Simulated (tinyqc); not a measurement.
Capacitance of parallel on-chip lines from Laplace's equation on a mesh: one step of the calculation.

Cross-section of an endless row of equal lines between two grounded planes; neighbours are driven in antiphase (+1 V and -1 V), so the plane midway between two lines is at 0 V. By symmetry one quarter is solved: x runs from the centre of a line (column 0, mirror) to that midplane (column 5, 0 V), y from the mid-height of the line (row 0, mirror) to the ground plane (row 3, 0 V). The line fills columns 0 to 2 and rows 0 to 1 at 1 V. Cells beside the line (below row 1) have e2, cells above have e1. Each link between nodes has the conductance g = mean permittivity of the two cells beside it (a cell beyond a mirror counts as 0), and the free nodes obey sum g (V_neighbour - V) = 0.

Question. Link conductances. gx[j, i] joins node (row j, column i) to column i + 1, gy[j, i] to row j + 1.

Values chosen for this exercise:
```
symbol,value,unit,meaning
e1,3,,relative permittivity above and below the lines
e2,2.7,,relative permittivity between the lines
```

Wanted: gx; gy.

Answer.

gx:

|  | col 0 | col 1 | col 2 | col 3 | col 4 |
|---|---|---|---|---|---|
| row 0 | 1.350 | 1.350 | 1.350 | 1.350 | 1.350 |
| row 1 | 2.850 | 2.850 | 2.850 | 2.850 | 2.850 |
| row 2 | 3.000 | 3.000 | 3.000 | 3.000 | 3.000 |
| row 3 | 1.500 | 1.500 | 1.500 | 1.500 | 1.500 |

gy:

|  | col 0 | col 1 | col 2 | col 3 | col 4 | col 5 |
|---|---|---|---|---|---|---|
| row 0 | 1.350 | 2.700 | 2.700 | 2.700 | 2.700 | 1.350 |
| row 1 | 1.500 | 3.000 | 3.000 | 3.000 | 3.000 | 1.500 |
| row 2 | 1.500 | 3.000 | 3.000 | 3.000 | 3.000 | 1.500 |

Numbers from tinyqc (`OMP_NUM_THREADS=1 python tinyqc.py 2790157 2790158 out.jsonl`; about 1 s on one thread of a shared Intel Xeon 2.30GHz).
